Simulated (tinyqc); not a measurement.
## Input admittance of a MOSFET at zero drain bias: distributed channel and distributed gate: input impedance against frequency

Source and drain grounded, strong inversion, w = 2 pi f, Cox = eps0 eox/tox. The channel is an RC line of resistance 1/(mu Cox Vo) per square fed from both ends, so one finger has the intrinsic admittance y = i w Cox L tanh(g)/g per width, g = (1/2) sqrt(i w tau), tau = L^2/(mu Vo). The vertical resistance rv/L is in series with y, the overlaps 2 i w Cov in parallel: y_t = 1/(1/y + rv/L) + 2 i w Cov. The gate strip is a line of Rsh/L per length loaded by y_t, so a finger has Y = y_t Wf tanh(k)/k, k = (Wf/sd) sqrt(y_t Rsh/L); the device has Nf Y.

Low-frequency limits, with c = Cox L and ct = c + 2 Cov: R_strip = Rsh Wf/(3 sd^2 L Nf), R_ch = (c/ct)^2 L/(12 mu Cox Vo Wf Nf), R_vert = (c/ct)^2 rv/(L Wf Nf), C = ct Wf Nf. Z = 1/(Nf Y) = R + 1/(i w C), Q = |Im Z|/R, far-point signal |1/cosh k|.

Parameters, values chosen for the exercise; values of the order met in silicon radio-frequency transistors: relative permittivity of the gate insulator (close to aluminium oxide) eox = 8.79; insulator thickness tox = 4.5 nm; channel length L = 0.54 um; finger width Wf = 0.82 um; number of fingers Nf = 32; channel mobility mu = 240 cm^2/(V s); gate overdrive Vo = 0.26 V; sheet resistance of the gate Rsh = 4.2 ohm/square; vertical resistivity of the gate stack rv = 1.9 ohm um^2; number of ends at which a finger is contacted sd = 1; overlap and fringe capacitance on each side Cov = 0.19 fF/um.

Constants: eps0 = 8.8541878128e-14 F/cm where lengths are in cm. Results are converted to the units shown.

The same in every row: low-frequency R (ohm) = 14.863.

Result of one run:
```
f (GHz)   w tau      |k|  R (ohm)  C (fF)       Q  signal at the far point
300      88.085  0.14892   5.6681  75.494  1.2398                  0.99310
```

What becomes of these results when the frequency f is changed from 300 to 9 GHz, all else the same?

Result of the changed run:
```
f (GHz)   w tau       |k|  R (ohm)  C (fF)       Q  signal at the far point
9        2.6426  0.052744   14.810  252.23  4.7340                  0.99971
```

The whole series:
```
f (GHz)     w tau        |k|  R (ohm)  C (fF)       Q  signal at the far point
0.3      0.088085  0.0097882   14.862  255.03  139.96                   1.0000
0.6       0.17617   0.013842   14.862  255.02  69.984                   1.0000
2         0.58724   0.025252   14.860  254.90  21.009                  0.99998
4          1.1745   0.035623   14.852  254.48  10.528                  0.99994
9          2.6426   0.052744   14.810  252.23  4.7340                  0.99971
20         5.8724   0.074453   14.607  242.00  2.2511                  0.99888
50         14.681   0.097343   13.452  196.19  1.2062                  0.99699
100        29.362    0.11195   10.855  136.21  1.0764                  0.99576
300        88.085    0.14892   5.6681  75.494  1.2398                  0.99310
```

R falls from 14.9 to 5.67 ohm and C falls from 255 to 75.5 fF. Q goes as f^(-1.00) between the first two rows and f^(0.13) between the last two, where w tau = 88.1 and |k| = 0.149. The low-frequency limits hold both R and C within 5 % up to f = 9 GHz among the rows.

tinyqc, about 0.01 s, one thread, Intel Xeon 2.30GHz (shared host): `OMP_NUM_THREADS=1 python tinyqc.py 2262033 2262034 out.jsonl`
